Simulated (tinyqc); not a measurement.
Optical transitions of a finite quantum well: one step. Absorption of one well. Two cases, with inputs chosen for the exercise.

Question. For light polarised along z (a real waveguide or Brewster geometry adds an angle factor), with all electrons in e1 and none in e2, the peak fractional absorption is 4 pi alpha Ns c f_12/(n_r m1 G) and the area under the Lorentzian line is pi G times that, c = hbar^2/2m0; 1e12/cm^2 = 1e-4/angstrom^2. EF - E1 = 2 pi c Ns/m1 at zero temperature.

Constants: hbar^2/2m0 = 3.80998211 eV angstrom^2; fine-structure constant alpha = 0.007297352564.

Case 1.

Values chosen (out of a larger set: near those of a GaAs well in AlGaAs; not measured data): Ns = 0.28 x 1e12/cm^2 (electrons in e1); n_r = 3.31 (refractive index); G = 20 meV (half width of the line).

Transitions:
```
pair  E (meV)  wavelength (micrometre)  |z| (angstrom)         f
1-2    64.236                  19.3012         29.1343  0.967349
1-3   169.123                   7.3310          0.0000  0.000000
1-4   295.945                   4.1894          2.0338  0.021718
```

m1 = 0.067595 m0

Case 2.

Values chosen (out of a larger set: near those of a GaAs well in AlGaAs; not measured data): Ns = 1 x 1e12/cm^2 (electrons in e1); n_r = 3.41 (refractive index); G = 8 meV (half width of the line).

Transitions:
```
pair  E (meV)  wavelength (micrometre)  |z| (angstrom)         f
1-2    50.936                  24.3413         32.6640  0.969328
1-3   132.870                   9.3312          0.0000  0.000000
```

m1 = 0.067957 m0

Give: peak absorption; area; EF - E1.

Answer.

Case 1.

peak absorption = 0.211 %
area = 13.29 % meV
EF - E1 = 9.9 meV

Case 2.

peak absorption = 1.827 %
area = 45.91 % meV
EF - E1 = 35.2 meV

EF lies below e2, as assumed.

Computed by tinyqc, one run a case: `OMP_NUM_THREADS=1 python tinyqc.py N N+1 out.jsonl` with N = 1250087, 1250151; one thread of a shared Intel(R) Xeon(R) Processor @ 2.30GHz, about 0.3 s a run at most.
